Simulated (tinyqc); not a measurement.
Space-charge-limited current with shallow traps: effect of the thickness.

One carrier type, drift only, an injecting contact at x = 0 (zero field) and thickness L. The share th = y/(1 + y), y = (Nc/Nt) exp(-Et/kB T), of the injected charge is free: J = q mu n F, eps0 eps_r dF/dx = q (n - n0)/th.

Ohmic J = q n0 mu V/L; Mott-Gurney J = (9/8) th eps0 eps_r mu V^2/L^3; they cross at Vx = 8 q n0 L^2/(9 th eps0 eps_r); traps fill at V_TFL = q Nt L^2/(2 eps0 eps_r). Exact: with u = n0/n(L), w = -u - ln(1 - u) and v = -u - u^2/2 - ln(1 - u), V = (q n0 L^2/(th eps0 eps_r)) v/w^2 and J = q^2 n0^2 mu L/(th eps0 eps_r w).

Values chosen for this exercise: temperature T = 300 K; relative permittivity eps_r = 23.2; mobility mu = 0.016 cm^2/(V s); band density of states Nc = 1.6e20 cm^-3; trap density Nt = 1.3e15 cm^-3; trap depth Et = 0.32 eV; free carrier density in equilibrium n0 = 2.6e12 cm^-3; voltage V = 6.3 V.

Constants: q = 1.602176634e-19 C, kB = 1.380649e-23 J/K, Vt = kB T/q, eps0 = 8.8541878128e-14 F/cm where lengths are in cm. Results are converted to the units shown.

Result of one run:

| L (nm) | J (A/cm^2) | ohmic (A/cm^2) | Mott-Gurney (A/cm^2) | d ln J/d ln V |
|---|---|---|---|---|
| 22000 | 6.182e-5 | 1.909e-5 | 4.704e-5 | 1.754 |

What becomes of these results when the thickness L is changed from 22000 to 2400 nm, all else the same?

Result of the changed run:

| L (nm) | J (A/cm^2) | ohmic (A/cm^2) | Mott-Gurney (A/cm^2) | d ln J/d ln V |
|---|---|---|---|---|
| 2400 | 0.03636 | 1.750e-4 | 0.03623 | 1.996 |

The whole series:

| L (nm) | J (A/cm^2) | ohmic (A/cm^2) | Mott-Gurney (A/cm^2) | d ln J/d ln V |
|---|---|---|---|---|
| 2400 | 0.03636 | 1.750e-4 | 0.03623 | 1.996 |
| 3800 | 0.009210 | 1.105e-4 | 0.009128 | 1.991 |
| 5800 | 0.002621 | 7.240e-5 | 0.002567 | 1.979 |
| 9100 | 6.994e-4 | 4.614e-5 | 6.646e-4 | 1.950 |
| 14000 | 2.053e-4 | 2.999e-5 | 1.825e-4 | 1.887 |
| 22000 | 6.182e-5 | 1.909e-5 | 4.704e-5 | 1.754 |
| 34000 | 2.267e-5 | 1.235e-5 | 1.274e-5 | 1.538 |

J falls from 0.0364 to 2.27e-5 A/cm^2, as L^(-2.99) between the first two rows and L^(-2.30) between the last two (space charge -3, ohmic -1). The thickness law marks a bulk-limited current; an electrode-limited one depends on V/L alone. For L = 2400, 3800 V exceeds half of V_TFL, which goes as L^2, so trap filling, left out here, would raise the current.

Range of the model: Diffusion and a field-dependent mobility are left out. With injecting contacts the diffusion current, about 4 pi^2 Vt th eps0 eps_r mu V/L^3, equals the Mott-Gurney current at V = 35 kB T/q (0.9 V at 300 K), so the drift-only result needs V well above that.

tinyqc, about 0.01 s, one thread, Intel Xeon 2.30GHz (shared host): `OMP_NUM_THREADS=1 python tinyqc.py 2370043 2370044 out.jsonl`
